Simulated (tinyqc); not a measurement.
What each parameter does: type-II superlattice in the two-band Kane model.

Motion along the axis, period d = a + b, c = hbar^2/2m0. Conduction and light-hole bands couple: (E - Ec)(E - Ev) = Ep c k^2 in each layer, with mass m(E) = (E - Ev)/Ep, which may be negative. The conduction envelope psi and psi'/m(E) are continuous; a layer carries them by [[cos kt, (m/k) sin kt], [-(k/m) sin kt, cos kt]] (cosh and sinh for k^2 < 0), and cos(q d) = tr(M_B M_A)/2. C1 is the first miniband above EvB, with its bottom at tr/2 = +1 and its top at -1; the gap is the bottom of C1 less the top heavy-hole level HH1.

Heavy holes are uncoupled: with e = EvB - E, p = sqrt(mhB e/c), w = sqrt(mhA (EvB - EvA - e)/c), the top level HH1 at q = 0 solves (p/mhB) tan(p b/2) = (w/mhA) tanh(w a/2).

Constants: hbar^2/2m0 = 3.80998211 eV angstrom^2.

Inputs chosen for the exercise (near those of an InAs/GaSb superlattice; the results hold for these values, not for the real material):
```
symbol  value   unit      meaning
a       47      angstrom  layer A
b       36      angstrom  layer B
EcA     0       eV        conduction edge of A
EvA     -0.419  eV        valence edge of A
EcB     0.967   eV        conduction edge of B
EvB     0.164   eV        valence edge of B
EpA     14.1    eV        coupling energy in A
EpB     18.3    eV        coupling energy in B
mhA     0.34    m0        heavy hole in A
mhB     0.26    m0        heavy hole in B
```

Bottom and width of C1, HH1 and the gap.

One parameter was then changed.

Results before and after:
```
case     C1 (eV)  width (meV)  HH1 (eV)  gap (meV)
base      0.2284         57.8    0.1001      128.4
changed   0.2356         61.3    0.1001      135.5
```

Which of these changes was made? (a) EcB = 1.017 eV; (b) b = 39 angstrom; (c) EvB = 0.144 eV; (d) a = 44 angstrom; (e) EvA = -0.449 eV; (f) EpA = 15.2 eV; (g) mhB = 0.3 m0.

Answer: (f) EpA = 15.2 eV. Of the candidates, run in turn, only this one gives the changed row.

All candidates:
```
case             C1 (eV)  width (meV)  HH1 (eV)  gap (meV)
base              0.2284         57.8    0.1001      128.4
a = 44 angstrom   0.2457         61.5    0.1001      145.6
b = 39 angstrom   0.2328         51.7    0.1074      125.4
EvB = 0.144 eV    0.2271         55.2    0.0806      146.5
EcB = 1.017 eV    0.2323         54.1    0.1001      132.3
EvA = -0.449 eV   0.2240         56.3    0.0993      124.8
EpA = 15.2 eV     0.2356         61.3    0.1001      135.5
mhB = 0.3 m0      0.2284         57.8    0.1049      123.5
```

Program tinyqc; command `OMP_NUM_THREADS=1 python tinyqc.py 1252628 1252629 out.jsonl`; about 0.04 s on one thread of a shared Intel(R) Xeon(R) Processor @ 2.30GHz.
